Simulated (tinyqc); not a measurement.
Reduced Fermi level from a carrier density: charge neutrality of a doped semiconductor with incomplete ionisation. Computed by tinyqc, a small Python program. Command: `OMP_NUM_THREADS=1 python tinyqc.py 3016613 3016614 out.jsonl dopant walk`. One thread of a shared host (Intel(R) Xeon(R) Processor @ 2.30GHz), about 0.05 s of CPU time with the checks.

Energies are counted from the top of the valence band; E_D is measured down from the conduction band and E_A up from the valence band.

Inputs (values chosen for the exercise, modelled on ZnO):

| quantity | value | unit |
|---|---|---|
| gap at 0 K E_g0 | 3.5 | eV |
| Varshni alpha | 0.000557 | eV/K |
| Varshni beta | 504 | K |
| electron mass m_e | 0.266 | m_0 |
| valleys M_c | 1 | - |
| hole mass m_h | 0.773 | m_0 |
| temperature T | 60 | K |

Doping: n-type, compensated. Statistics of the bands: Fermi-Dirac.

ratios u of density to N: 0.013  0.05  0.19  0.74  2.8  11  42

Constants: m_0 = 9.1093837015e-31 kg; k_B = 1.380649e-23 J/K; h = 6.62607015e-34 J s; k_B = 8.617333262e-05 eV/K.

Method:
- E_g = E_g0 - alpha T^2/(T + beta).
- N_c = 2 M_c (2 pi m_e k_B T/h^2)^(3/2) and N_v = 2 (2 pi m_h k_B T/h^2)^(3/2), masses in units of m_0.
- n_i = sqrt(N_c N_v) exp(-E_g/(2 k_B T)); E_i = E_g/2 + (k_B T/2) ln(N_v/N_c).
- F_1/2(eta) = (2/sqrt(pi)) int_0^infinity sqrt(x)/(1 + exp(x - eta)) dx, by the trapezoid rule in t = sqrt(x) with step 0.02 up to t = 12 (for eta < -12 by exp(eta) - exp(2 eta)/2^(3/2)).
- For u = density/N of the majority band, eta solves F_1/2(eta) = u (bisection). Boltzmann: ln u. Joyce-Dixon: ln u + u/sqrt(8) - 4.95009e-3 u^2 + 1.48386e-4 u^3 - 4.42563e-6 u^4. Degenerate limit: (3 sqrt(pi) u/4)^(2/3). The last column is (eta - ln u) k_B T.

N_c = 3.07921e+17 cm^-3

k_B T = 0.00517040 eV

Eta by four rules:

| u | density (cm^-3) | exact | Boltzmann | Joyce-Dixon | degenerate | Boltzmann error (meV) |
|---|---|---|---|---|---|---|
| 0.013 | 4.0030e+15 | -4.3382e+00 | -4.3428 | -4.3382 | 0.067 | 2.3760e-02 |
| 0.05 | 1.5396e+16 | -2.9781e+00 | -2.9957 | -2.9781 | 0.164 | 9.1337e-02 |
| 0.19 | 5.8505e+16 | -1.5937e+00 | -1.6607 | -1.5937 | 0.400 | 3.4640e-01 |
| 0.74 | 2.2786e+17 | -4.2127e-02 | -0.3011 | -0.0421 | 0.989 | 1.3390e+00 |
| 2.8 | 8.6218e+17 | 1.9838e+00 | 1.0296 | 1.9837 | 2.402 | 4.9333e+00 |
| 11 | 3.3871e+18 | 5.8350e+00 | 2.3979 | 5.8207 | 5.980 | 1.7771e+01 |
| 42 | 1.2933e+19 | 1.4551e+01 | 3.7377 | 7.0774 | 14.608 | 5.5911e+01 |

What does the comparison show, and why?

Boltzmann statistics place E_F within 1 meV of the exact value up to u = 0.190 of those listed and miss by 55.9 meV at u = 42. Joyce-Dixon stays within 0.01 in eta up to u = 2.80; the degenerate limit is still 0.39 % high at the last u. Past u of about 10 the Joyce-Dixon series fails. A parabolic band is assumed throughout.
